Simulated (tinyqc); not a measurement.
Inputs raised by 5 %, one at a time: classical Heisenberg spin chain: exact results, Metropolis, heat-bath and over-relaxation steps, and a Monte Carlo run. Computed by tinyqc, a small Python program. Command: `OMP_NUM_THREADS=1 python tinyqc.py 3130494 3130495 out.jsonl heismc sens`. One thread of a shared host (Intel(R) Xeon(R) Processor @ 2.30GHz), about 0.01 s of CPU time with the checks.

E = -J sum_i s_i . s_(i+1) for unit vectors s_i on an open chain; K = J/(k_B T).

Inputs (values chosen for the exercise, for a model chain of large moments): coupling J = -26 meV; temperature T = 286 K; moment mu = 4.3 mu_B.

Constants: k_B = 8.617333262e-05 eV/K; mu_B = 5.7883818060e-05 eV/T.

Method. Each bond angle is independent, so u = <s_i . s_(i+1)> = coth K - 1/K, <s_i . s_(i+n)> = u^n, correlation length xi = -1/ln|u|, energy per bond -J u, heat capacity per bond c/k_B = 1 - K^2/sinh^2 K, and for the long chain chi = mu^2 (1 + u)/(3 k_B T (1 - u)) per spin.

Runs:
```
input moved        from     to         u  heat capacity (k_B/bond)  chi (mu_B/T per spin)  xi (sites)
base run              -      -  -0.32805                   0.30101              0.0073241     0.89719
coupling J (meV)    -26  -27.3  -0.34218                   0.32529              0.0070947     0.93246
temperature T (K)   286  300.3  -0.31434                   0.27808              0.0071920     0.86409
moment mu (mu_B)    4.3  4.515  -0.32805                   0.30101              0.0080749     0.89719
```

Exponents ln(y'/y) / ln(x'/x):
```
input               u  heat capacity     chi      xi
coupling J      0.864          1.590  -0.652   0.790
temperature T  -0.875         -1.624  -0.373  -0.771
moment mu       0.000          0.000   2.000   0.000
```

Which inputs matter most for each result?

Among the inputs moved here: u answers most in size to temperature T (exponent -0.875), and about equally to coupling J (+0.864); its exponent is below 0.0005 for moment mu. Heat capacity answers most in size to temperature T (exponent -1.624), next to coupling J (+1.590); its exponent is below 0.0005 for moment mu. chi answers most in size to moment mu (exponent +2.000), next to coupling J (-0.652). xi answers most in size to coupling J (exponent +0.790), next to temperature T (-0.771); its exponent is below 0.0005 for moment mu.
